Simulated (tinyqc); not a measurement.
Temperature and segregation coefficient: dopant redistribution at a moving silicon-oxide interface during parabolic oxidation. Computed by tinyqc, a small Python program. Command: `OMP_NUM_THREADS=1 python tinyqc.py 3016105 3016106 out.jsonl segox walk`. One thread of a shared host (Intel(R) Xeon(R) Processor @ 2.30GHz), about 0.01 s of CPU time with the checks.

Uniformly doped silicon is oxidised with x_ox = sqrt(B t); the interface advances into the silicon by alpha x_ox, alpha = 0.44. The dopant does not move in the oxide, and at the interface C(silicon) = m C(oxide).

Inputs (values chosen for the exercise, modelled on arsenic in silicon under dry oxygen):

| quantity | value | unit |
|---|---|---|
| dopant prefactor D0 | 8.47 | cm^2/s |
| dopant activation energy E | 4.03 | eV |
| oxidation prefactor B0 | 834 | um^2/h |
| oxidation activation energy E_B | 1.21 | eV |
| segregation coefficient m = C(silicon)/C(oxide) | 8 | - |

Constants: k_B = 8.617333262e-05 eV/K.

Method:
- D = D0 exp(-E/(k_B T)), converted with 1 cm^2/s = 3.6e11 um^2/h; B = B0 exp(-E_B/(k_B T)); s = alpha sqrt(B/(4 D)), the interface advance over 2 sqrt(D t).
- Temperatures in kelvin are T(C) + 273.15.
- With the dopant diffusivity D and s = alpha x_ox/(2 sqrt(D t)), in the silicon C = C_B + (C_s - C_B) erfc(y/(2 sqrt(D t)))/erfc(s), y from the original surface. Dopant balance at the interface gives C_s/C_B = 1/[1 + (1/(m alpha) - 1) g], g = sqrt(pi) s exp(s^2) erfc(s).

C_s/C_B:

| T (C) | s | this m | m = 0.2 | m = 1/alpha | m = 10 |
|---|---|---|---|---|---|
| 850 | 7.7239 | 3.4489 | 0.08866 | 1 | 4.2810 |
| 900 | 4.1513 | 3.2974 | 0.09020 | 1 | 4.0326 |
| 950 | 2.3473 | 2.9720 | 0.09429 | 1 | 3.5235 |
| 1000 | 1.3881 | 2.5028 | 0.10318 | 1 | 2.8417 |
| 1050 | 0.8541 | 2.0427 | 0.11920 | 1 | 2.2270 |
| 1100 | 0.5444 | 1.6951 | 0.14417 | 1 | 1.7941 |
| 1150 | 0.3582 | 1.4630 | 0.17916 | 1 | 1.5188 |
| 1200 | 0.2425 | 1.3136 | 0.22441 | 1 | 1.3471 |

What does the comparison show, and why?

s falls from 7.72 to 0.242 as T rises, because diffusion has the larger activation energy (4.03 against 1.21 eV); the ratio for this m moves from 3.449 to 1.314, towards 1. At m = 1/alpha the oxide takes exactly what the silicon held, and nothing moves. The ratio does not depend on time, since both lengths grow as sqrt(t).
